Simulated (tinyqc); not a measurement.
Hueckel theory of the pi electrons with the omega technique, for the molecule C=C1C=CC=CC(Cl)=N1 (SMILES; centres numbered as the heavy atoms are written), step by step. Computed by tinyqc, a small Python program that keeps every step. Settings: charge = 0, omega = 1.0, damping = 0.3. Command: `OMP_NUM_THREADS=1 python tinyqc.py 20999 21000 out.jsonl` (the two numbers bound the seeds that draw the settings). One thread of a shared host (Intel(R) Xeon(R) Processor @ 2.60GHz), about 0.01 s of CPU time with the checks.

## The Hueckel matrix

Centres:

| centre | z_r, pi electrons of the neutral centre | h |
|---|---|---|
| 1C | 1 | 0.000000 |
| 2C | 1 | 0.000000 |
| 3C | 1 | 0.000000 |
| 4C | 1 | 0.000000 |
| 5C | 1 | 0.000000 |
| 6C | 1 | 0.000000 |
| 7C | 1 | 0.000000 |
| 8Cl | 2 | 2.000000 |
| 9N | 1 | 0.500000 |

Bonds:

| i | j | k |
|---|---|---|
| 1 | 2 | 1 |
| 2 | 3 | 1 |
| 3 | 4 | 1 |
| 4 | 5 | 1 |
| 5 | 6 | 1 |
| 6 | 7 | 1 |
| 7 | 8 | 0.400000 |
| 7 | 9 | 1 |
| 9 | 2 | 1.000000 |

H_rr = alpha + h_r beta, H_rs = k_rs beta for bonded centres.

Hueckel matrix in units of beta (H = alpha + beta A):
```
           1C        2C        3C        4C        5C        6C        7C       8Cl
1C   0.000000  1.000000  0.000000  0.000000  0.000000  0.000000  0.000000  0.000000
2C   1.000000  0.000000  1.000000  0.000000  0.000000  0.000000  0.000000  0.000000
3C   0.000000  1.000000  0.000000  1.000000  0.000000  0.000000  0.000000  0.000000
4C   0.000000  0.000000  1.000000  0.000000  1.000000  0.000000  0.000000  0.000000
5C   0.000000  0.000000  0.000000  1.000000  0.000000  1.000000  0.000000  0.000000
6C   0.000000  0.000000  0.000000  0.000000  1.000000  0.000000  1.000000  0.000000
7C   0.000000  0.000000  0.000000  0.000000  0.000000  1.000000  0.000000  0.400000
8Cl  0.000000  0.000000  0.000000  0.000000  0.000000  0.000000  0.400000  2.000000
9N   0.000000  1.000000  0.000000  0.000000  0.000000  0.000000  1.000000  0.000000

           9N
1C   0.000000
2C   1.000000
3C   0.000000
4C   0.000000
5C   0.000000
6C   0.000000
7C   1.000000
8Cl  0.000000
9N   0.500000
```

## Orbitals, round 1

pi electrons, sum of z_r less the charge = 10

Diagonalise; E = alpha + x beta with beta < 0, so the largest x are filled first; degenerate levels share their electrons. P = sum n_i c_ri c_si; each orbital has its largest coefficient positive (the first on a tie).

x values: 2.285463  1.995611  1.468401  1.272002  0.277172  -0.331303  -0.785649  -1.774795  -1.906902

occupations: 2.000000  2.000000  2.000000  2.000000  2.000000  0.000000  0.000000  0.000000  0.000000

coefficients:
```
          MO1        MO2        MO3        MO4        MO5        MO6        MO7        MO8
1C   0.157411  -0.181718  -0.255460  -0.153166   0.708825  -0.091266   0.488285   0.106636
2C   0.359757  -0.362638  -0.375118  -0.194827   0.196467   0.030237  -0.383621  -0.189257
3C   0.241514  -0.293780   0.020449  -0.466354  -0.281182   0.530786  -0.117941  -0.067263
4C   0.192213  -0.223633   0.405146  -0.398376  -0.274403  -0.206088   0.476281   0.308634
5C   0.197782  -0.152504   0.574467  -0.040381   0.205126  -0.462509  -0.256249  -0.480500
6C   0.259811  -0.080705   0.438403   0.347011   0.331258   0.359319  -0.274960   0.544154
7C   0.396006  -0.008553   0.069284   0.481780  -0.113310   0.343465   0.472270  -0.485263
8Cl  0.554897   0.779560  -0.052133  -0.264715   0.026308  -0.058931  -0.067815   0.051421
9N   0.423287  -0.248187  -0.315813   0.371699  -0.373187  -0.449538  -0.068953   0.296519

           MO9
1C   -0.304836
2C    0.581292
3C   -0.508162
4C    0.387722
5C   -0.231187
6C    0.053129
7C    0.129876
8Cl  -0.013297
9N   -0.295470
```

charge and bond-order matrix P:
```
            1C         2C         3C         4C         5C         6C         7C        8Cl
1C    1.297903   0.774913  -0.083403  -0.332180   0.127351   0.250443  -0.215837   0.036396
2C    0.774913   0.956404   0.442733   0.043948  -0.081736  -0.088487   0.006905  -0.013544
3C   -0.083403   0.442733   0.883206   0.766694   0.130942  -0.319103  -0.186498   0.039967
4C   -0.332180   0.043948   0.766694   0.970201   0.529328   0.032931  -0.109473   0.018878
5C    0.127351  -0.081736   0.130942   0.529328   0.872190   0.738958   0.153463  -0.045999
6C    0.250443  -0.088487  -0.319103   0.032931   0.738958   0.992721   0.527199  -0.049492
7C   -0.215837   0.006905  -0.186498  -0.109473   0.153463   0.527199   0.813290   0.157895
8Cl   0.036396  -0.013544   0.039967   0.018878  -0.045999  -0.049492   0.157895   1.978215
9N   -0.258097   0.430027   0.200548  -0.073517  -0.302832  -0.006172   0.738458  -0.100688

            9N
1C   -0.258097
2C    0.430027
3C    0.200548
4C   -0.073517
5C   -0.302832
6C   -0.006172
7C    0.738458
8Cl  -0.100688
9N    1.235871
```

## Omega technique, round 1

h_r = h_r(0) + omega q_r, omega = 1, with q_r = z_r - P_rr; 0.3 of the old diagonal is kept.

matrix after round 1:
```
            1C        2C        3C        4C        5C        6C        7C       8Cl
1C   -0.208532  1.000000  0.000000  0.000000  0.000000  0.000000  0.000000  0.000000
2C    1.000000  0.030517  1.000000  0.000000  0.000000  0.000000  0.000000  0.000000
3C    0.000000  1.000000  0.081756  1.000000  0.000000  0.000000  0.000000  0.000000
4C    0.000000  0.000000  1.000000  0.020859  1.000000  0.000000  0.000000  0.000000
5C    0.000000  0.000000  0.000000  1.000000  0.089467  1.000000  0.000000  0.000000
6C    0.000000  0.000000  0.000000  0.000000  1.000000  0.005095  1.000000  0.000000
7C    0.000000  0.000000  0.000000  0.000000  0.000000  1.000000  0.130697  0.400000
8Cl   0.000000  0.000000  0.000000  0.000000  0.000000  0.000000  0.400000  2.015250
9N    0.000000  1.000000  0.000000  0.000000  0.000000  0.000000  1.000000  0.000000

           9N
1C   0.000000
2C   1.000000
3C   0.000000
4C   0.000000
5C   0.000000
6C   0.000000
7C   1.000000
8Cl  0.000000
9N   0.334891
```

## Orbitals, round 2

As before.

x values: 2.294185  2.004583  1.477410  1.301611  0.174917  -0.311948  -0.799638  -1.733210  -1.907910

occupations: 2.000000  2.000000  2.000000  2.000000  2.000000  0.000000  0.000000  0.000000  0.000000

coefficients:
```
          MO1        MO2        MO3        MO4        MO5        MO6        MO7        MO8
1C   0.132571  -0.165577  -0.256670  -0.091532   0.670105  -0.010198   0.547491   0.063634
2C   0.331789  -0.366441  -0.432730  -0.138227   0.256951   0.001055  -0.323625  -0.097021
3C   0.240338  -0.326365  -0.060186  -0.459688  -0.299585   0.510416  -0.172226  -0.153800
4C   0.199942  -0.261103   0.348731  -0.422526  -0.284861  -0.202007   0.475424   0.376163
5C   0.214195  -0.191591   0.568131  -0.081463   0.255700  -0.443187  -0.217858  -0.506016
6C   0.272297  -0.105816   0.439802   0.323781   0.306711   0.379909  -0.281726   0.546141
7C   0.409118  -0.019987   0.079397   0.501250  -0.203614   0.322739   0.444572  -0.443343
8Cl  0.586687   0.749499  -0.059048  -0.280955   0.044256  -0.055473  -0.063174   0.047309
9N   0.378150  -0.231437  -0.309258   0.375521  -0.333417  -0.500579  -0.106605   0.261285

           MO9
1C   -0.357507
2C    0.607539
3C   -0.466042
4C    0.319730
5C   -0.150642
6C   -0.018840
7C    0.186684
8Cl  -0.019034
9N   -0.354121
```

charge and bond-order matrix P:
```
            1C         2C         3C         4C         5C         6C         7C        8Cl
1C    1.136579   0.801131  -0.114657  -0.343963   0.186199   0.233256  -0.290310   0.048413
2C    0.801131   1.033498   0.423884  -0.007360  -0.055220  -0.054281  -0.025795  -0.008465
3C   -0.114657   0.423884   0.937926   0.783700   0.081316  -0.334433  -0.138696   0.031679
4C   -0.343963  -0.007360   0.783700   0.978878   0.505115   0.022538  -0.078166   0.014237
5C    0.186199  -0.055220   0.081316   0.505115   0.954755   0.761026   0.087341  -0.034552
6C    0.233256  -0.054281  -0.334433   0.022538   0.761026   0.955349   0.496561  -0.045839
7C   -0.290310  -0.025795  -0.138696  -0.078166   0.087341   0.496561   0.933583   0.141033
8Cl   0.048413  -0.008465   0.031679   0.014237  -0.034552  -0.045839   0.141033   1.980663
9N   -0.179934   0.413041   0.224588  -0.071002  -0.332412   0.021542   0.781796  -0.107209

            9N
1C   -0.179934
2C    0.413041
3C    0.224588
4C   -0.071002
5C   -0.332412
6C    0.021542
7C    0.781796
8Cl  -0.107209
9N    1.088768
```

## Omega technique, round 2

As before.

matrix after round 2:
```
            1C         2C        3C        4C        5C        6C        7C       8Cl
1C   -0.158165   1.000000  0.000000  0.000000  0.000000  0.000000  0.000000  0.000000
2C    1.000000  -0.014294  1.000000  0.000000  0.000000  0.000000  0.000000  0.000000
3C    0.000000   1.000000  0.067978  1.000000  0.000000  0.000000  0.000000  0.000000
4C    0.000000   0.000000  1.000000  0.021043  1.000000  0.000000  0.000000  0.000000
5C    0.000000   0.000000  0.000000  1.000000  0.058511  1.000000  0.000000  0.000000
6C    0.000000   0.000000  0.000000  0.000000  1.000000  0.032784  1.000000  0.000000
7C    0.000000   0.000000  0.000000  0.000000  0.000000  1.000000  0.085701  0.400000
8Cl   0.000000   0.000000  0.000000  0.000000  0.000000  0.000000  0.400000  2.018111
9N    0.000000   1.000000  0.000000  0.000000  0.000000  0.000000  1.000000  0.000000

           9N
1C   0.000000
2C   1.000000
3C   0.000000
4C   0.000000
5C   0.000000
6C   0.000000
7C   1.000000
8Cl  0.000000
9N   0.388330
```

## Convergence

Each round sets h_r = h_r(0) + omega (z_r - P_rr), keeping the share named as damping of the old diagonal; repeat until output and input diagonals agree to 1e-6.

Rounds:

| round | sum n x | largest \|h(out) - h(in)\| |
|---|---|---|
| 1 | 14.597299 | 2.98e-01 |
| 2 | 14.505411 | 7.63e-02 |
| 3 | 14.528157 | 3.38e-02 |
| 4 | 14.518874 | 1.52e-02 |
| 5 | 14.522945 | 7.11e-03 |
| 6 | 14.521365 | 3.40e-03 |
| 7 | 14.522091 | 1.68e-03 |
| 8 | 14.521786 | 8.44e-04 |
| 9 | 14.521929 | 4.33e-04 |
| 10 | 14.521864 | 2.25e-04 |
| 11 | 14.521895 | 1.20e-04 |
| 12 | 14.521880 | 6.57e-05 |
| 13 | 14.521888 | 3.59e-05 |
| 14 | 14.521884 | 1.96e-05 |
| 15 | 14.521886 | 1.07e-05 |
| 16 | 14.521885 | 5.85e-06 |
| 17 | 14.521885 | 3.19e-06 |
| 18 | 14.521885 | 1.74e-06 |
| 19 | 14.521885 | 9.50e-07 |

Converged in 19 rounds.

## Energy, charges, bond orders

final x values: 2.292516  2.003841  1.474044  1.299421  0.191120  -0.308842  -0.799459  -1.736082  -1.916560

occupations: 2.000000  2.000000  2.000000  2.000000  2.000000  0.000000  0.000000  0.000000  0.000000

final P:
```
            1C         2C         3C         4C         5C         6C         7C        8Cl
1C    1.174893   0.798154  -0.099718  -0.343973   0.168958   0.240204  -0.275636   0.045724
2C    0.798154   1.008504   0.429262   0.001692  -0.062189  -0.058621  -0.016401  -0.009899
3C   -0.099718   0.429262   0.924999   0.779968   0.096957  -0.331632  -0.150233   0.033593
4C   -0.343973   0.001692   0.779968   0.978520   0.510157   0.021868  -0.084597   0.015142
5C    0.168958  -0.062189   0.096957   0.510157   0.928797   0.757273   0.102752  -0.037172
6C    0.240204  -0.058621  -0.331632   0.021868   0.757273   0.974826   0.502029  -0.046479
7C   -0.275636  -0.016401  -0.150233  -0.084597   0.102752   0.502029   0.901272   0.145271
8Cl   0.045724  -0.009899   0.033593   0.015142  -0.037172  -0.046479   0.145271   1.980092
9N   -0.199475   0.413446   0.220761  -0.068871  -0.327800   0.010863   0.774975  -0.105958

            9N
1C   -0.199475
2C    0.413446
3C    0.220761
4C   -0.068871
5C   -0.327800
6C    0.010863
7C    0.774975
8Cl  -0.105958
9N    1.128096
```

E = sum n x; q_r = z_r - P_rr; bond order p = P_rs; free valence = sqrt(3) - sum of p over the bonds of the atom.

pi energy = 10 alpha + this times beta = 14.521885

pi charges: 1C -0.174893, 2C -0.008504, 3C 0.075001, 4C 0.021480, 5C 0.071203, 6C 0.025174, 7C 0.098728, 8Cl 0.019908, 9N -0.128096

Bond orders and lengths from R = 1.517 - 0.180 p (angstrom, C-C alone):

| bond | p | R |
|---|---|---|
| 1-2 | 0.798154 | 1.373332 |
| 2-3 | 0.429262 | 1.439733 |
| 3-4 | 0.779968 | 1.376606 |
| 4-5 | 0.510157 | 1.425172 |
| 5-6 | 0.757273 | 1.380691 |
| 6-7 | 0.502029 | 1.426635 |
| 7-8 | 0.145271 | - |
| 7-9 | 0.774975 | - |
| 9-2 | 0.413446 | - |

free valence of the carbons: 1C 0.933896, 2C 0.091188, 3C 0.522820, 4C 0.441925, 5C 0.464621, 6C 0.472749, 7C 0.309775

gap between the highest filled and the next level = 0.499962 |beta|
